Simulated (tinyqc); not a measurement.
# Scattering mobility, thermal velocity and mass from two apparent mobilities

Inverse problem. 1/mu_app = 1/mu_0 + 1/mu_B with the ballistic mobility mu_B = vT L/(2 Vt) and vT = sqrt(2 kB T/(pi m)) (non-degenerate carriers); the mean free path is 2 Vt mu_0/vT. Find mu_0, vT, m and the mean free path.

Parameters, values chosen for the exercise: temperature T = 350 K.

Constants: q = 1.602176634e-19 C, kB = 1.380649e-23 J/K, m0 = 9.1093837015e-31 kg, Vt = kB T/q. Results are converted to the units shown.

apparent mobility at L = 40 and 200 nm (cm^2/(V s)): 603.55052  1056.2372

Answer. 1/mu_app is linear in 1/L: the slope is 2 Vt/vT and the intercept 1/mu_0.

mu_0 = 1.30e3 cm^2/(V s)
vT = 1.70e7 cm/s
m = 0.117 m0
mean free path = 46.2 nm

Program tinyqc, `OMP_NUM_THREADS=1 python tinyqc.py 2380046 2380047 out.jsonl`; Intel Xeon 2.30GHz, shared host, one thread, about 0.01 s.
